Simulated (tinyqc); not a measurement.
Ways to converge the cycle: SCF convergence aids in the sto-3g basis, for H3, spin multiplicity 2. Computed by the program tinyqc with PySCF. UHF with one setting changed at a time; a run stops when the energy changes by less than 1e-09 hartree and the error matrix is below 1e-5. The start is the Wolfsberg-Helmholz matrix. Damping d keeps d of the old density; a shift (hartree) raises the virtual levels; DIIS n extrapolates F over n matrices.

Geometry (angstrom):
```
atom       x       y       z
H     0.0000  0.0000  0.0000
H     0.0000  0.0000  1.5700
H     0.0000  1.4960  0.7850
```

lowest solution found by these runs and by PySCF with stability checks = -1.400360 hartree

Largest element of the error matrix X^T (FDS - SDF) X:
```
iteration    plain  damping 0.3  damping 0.6  shift 0.4   DIIS 3   DIIS 8
1          7.7e-02      7.7e-02      7.7e-02    7.7e-02  7.7e-02  7.7e-02
2          3.2e-02      4.6e-02      5.9e-02    4.9e-02  3.2e-02  3.2e-02
3          1.3e-02      2.7e-02      4.5e-02    3.0e-02  2.8e-16  2.8e-16
4          5.4e-03      1.6e-02      3.5e-02    1.9e-02  2.4e-16  2.4e-16
5          2.2e-03      9.3e-03      2.7e-02    1.2e-02        -        -
6          9.1e-04      5.4e-03      2.0e-02    7.2e-03        -        -
8          1.5e-04      1.9e-03      1.2e-02    2.7e-03        -        -
10         2.5e-05      6.4e-04      6.9e-03    1.0e-03        -        -
14               -      7.6e-05      2.3e-03    1.5e-04        -        -
20               -            -      4.6e-04    8.1e-06        -        -
30               -            -      3.1e-05          -        -        -
```

How each run ends:
```
run          iterations  E (hartree)   state
plain                12    -1.332431  higher
damping 0.3          19    -1.332431  higher
damping 0.6          38    -1.332431  higher
shift 0.4            20    -1.332431  higher
DIIS 3                4    -1.332431  higher
DIIS 8                4    -1.332431  higher
```

What does the comparison show, and why?

No run reaches the lowest solution found. Ending on a higher stationary point: plain, damping 0.3, damping 0.6, shift 0.4, DIIS 3, DIIS 8; a small error matrix cannot reveal that, and an occupation fixed by the start is kept by symmetry or by the shape of the basin. Plain steps already contract here, so damping only slows them. DIIS 3 and DIIS 8 gain by cancelling the error over several earlier matrices, much as a quasi-Newton step does.
